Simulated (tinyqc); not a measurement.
Critical temperature from a phonon spectrum: McMillan, Allen-Dynes and the linearised Eliashberg equation: one step, computed by the program tinyqc.

alpha^2 F(omega) = sum_i (lambda_i omega_i/2) delta(omega - omega_i), so that lambda = 2 int alpha^2 F/omega d omega = sum_i lambda_i.

Problem. The small kernel at the trial temperature. Linearised Eliashberg equation at omega_n = (2n + 1) pi k_B T, n = 0..N-1: lambda(j) = sum_i lambda_i omega_i^2/(omega_i^2 + (2 pi j k_B T)^2); K_mn = lambda(m - n) + lambda(m + n + 1) - 2 mu*(N) - delta_mn [2m + 1 + lambda(0) + 2 sum_(j=1..m) lambda(j)], with 1/mu*(N) = 1/mu* + ln(omega_rms/omega_N), omega_N = (2N + 1) pi k_B T. T_c is where the largest eigenvalue rho of K is zero.

Inputs (values chosen for the exercise, for a model metal): peak energy omega_1 = 16.9 meV; coupling lambda_1 = 1.03; Coulomb pseudopotential mu* = 0.08; trial temperature = 28.7 K; Matsubara points N in the small matrix = 5.

Peaks in alpha^2 F: one.

omega_rms = 16.9 meV

Constants: k_B = 8.617333262e-05 eV/K.

Give: lambda(j), j = 0, 1, ...; mu*(N); K.

Solution.

lambda(j), j = 0, 1, ...: [1.030, 0.558, 0.235, 0.120, 0.071, 0.047, 0.033, 0.024, 0.019, 0.015]

mu*(N) = 0.09192

K:
```
[[-0.63, 0.61, 0.17, 0.01, -0.07],
 [0.61, -4.18, 0.45, 0.10, -0.03],
 [0.17, 0.45, -6.72, 0.41, 0.08],
 [0.01, 0.10, 0.41, -8.99, 0.39],
 [-0.07, -0.03, 0.08, 0.39, -11.14]]
```
